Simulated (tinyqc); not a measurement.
Admittance spectroscopy of a deep trap: one step of the calculation.

Schottky contact on an n-type layer with shallow donors Nd (all ionised) and a donor-like deep trap, neutral when filled and positive when empty; depletion approximation. Traps within lam of the depletion edge stay filled. The traps at xt = W - lam, where the level crosses the Fermi level, follow a slow signal and not a fast one. w = 2 pi f.

Question. Widths and limiting capacitances. lam = sqrt(2 eps0 eps_r (EF - ET)/(q Nd)), EF - ET = Et - (kB T/q) ln(Nc(T)/Nd), Nc(T) = Nc (T/300 K)^1.5. In the steady state at the band bending V, 2 eps0 eps_r V/q = Nd W^2 + Nt (W - lam)^2 (the second term only if W > lam). V = Vbi + Vr. C_HF = eps0 eps_r/W, C_LF = eps0 eps_r (Nd + Nt)/(Nd W + Nt xt).

Inputs (values chosen for the exercise); material values those of a made-up semiconductor:

| symbol | value | unit | meaning |
|---|---|---|---|
| eps_r | 10.1 |  | relative permittivity |
| Nc | 4.84e17 | cm^-3 | conduction-band density of states at 300 K |
| Nd | 1e16 | cm^-3 | shallow donor density |
| Vbi | 1.19 | V | built-in voltage |
| Et | 0.12 | eV | depth of the trap below the conduction edge |
| Nt | 1.6e15 | cm^-3 | trap density |
| Vr | 1 | V | reverse bias |
| T | 117 | K | temperature |

Constants: q = 1.602176634e-19 C, kB = 1.380649e-23 J/K, eps0 = 8.8541878128e-14 F/cm where lengths are in cm. Results are converted to the units shown.

Give: lam; W; xt; C_HF; C_LF.

Answer.

lam = 103.0 nm
W = 471.9 nm
xt = 368.9 nm
C_HF = 18.95 nF/cm^2
C_LF = 19.54 nF/cm^2

The step is 3.11 % of C_HF.

Program tinyqc, `OMP_NUM_THREADS=1 python tinyqc.py 2050015 2050016 out.jsonl`; Intel Xeon 2.30GHz, shared host, one thread, about 0.01 s.
